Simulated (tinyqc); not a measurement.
Pariser-Parr-Pople SCF with singles CI, for the molecule O=Cc1[cH-]ccn1 (SMILES; centres numbered as the heavy atoms are written), step by step. One step of it, computed by the program tinyqc.

Question. Iteration 3: Fock matrix. F_rr = H_rr + P_rr gamma_rr / 2 + sum_(s != r) P_ss gamma_rs; F_rs = H_rs - P_rs gamma_rs / 2; E = tr P (H + F) / 2 + core repulsion sum_(r<s) z_r z_s gamma_rs.

P after iteration 2, lower triangle:
```
           1O         2C         3C         4C         5C        6C        7N
1O   1.490871
2C   0.784695   0.712824
3C  -0.162622   0.462783   1.117165
4C  -0.192445   0.146051   0.587409   1.133707
5C   0.118001  -0.132185  -0.194780   0.684401   1.166197
6C   0.150906  -0.160324  -0.251203  -0.165425   0.628317  1.086258
7N  -0.161832   0.102305   0.546398  -0.283461  -0.197898  0.675700  1.292979
```

core matrix H (eV), lower triangle:
```
            1O          2C          3C          4C          5C          6C          7N
1O  -45.806039
2C   -2.510000  -44.603610
3C    0.000000   -2.390000  -50.448951
4C    0.000000    0.000000   -2.390000  -46.187896
5C    0.000000    0.000000    0.000000   -2.390000  -44.124687
6C    0.000000    0.000000    0.000000    0.000000   -2.390000  -44.476061
7N    0.000000    0.000000   -2.510000    0.000000    0.000000   -2.510000  -50.547632
```

repulsion gamma_rs (eV), lower triangle:
```
           1O         2C         3C         4C         5C         6C         7N
1O  15.200000
2C   8.106309  11.130000
3C   5.413161   7.551966  11.130000
4C   3.688624   5.122722   7.553541  11.130000
5C   3.005691   3.743022   5.520330   7.555562  11.130000
6C   3.255600   3.742256   5.518974   5.519388   7.552661  11.130000
7N   4.636655   5.177335   7.730979   5.588059   5.587421   7.727182  12.300000
```

Centres (angstrom, eV; a flat drawing with bonds scaled to 1.40 angstrom):
```
centre          x          y  core charge z          W   gamma_rr
1O      -2.628000   0.423000              1  17.700000  15.200000
2C      -1.659000  -0.587000              1  11.160000  11.130000
3C      -0.299000  -0.252000              1  11.160000  11.130000
4C       0.771000  -1.155000              1  11.160000  11.130000
5C       1.960000  -0.417000              1  11.160000  11.130000
6C       1.626000   0.943000              1  11.160000  11.130000
7N       0.229000   1.044000              1  14.100000  12.300000
```

Give: F; pi energy.

Answer.

F (eV), lower triangle:
```
         1O       2C       3C       4C       5C       6C       7N
1O  -5.4311
2C  -5.6905   0.8175
3C   0.4401  -4.1375   0.2139
4C   0.3549  -0.3741  -4.6085  -0.2574
5C  -0.1773   0.2474   0.5376  -4.9755  -0.3241
6C  -0.2456   0.3000   0.6932   0.4565  -4.7627   0.3122
7N   0.3752  -0.2648  -4.6221   0.7920   0.5529  -5.1206  -2.1109
```

pi energy = -106.1026 eV
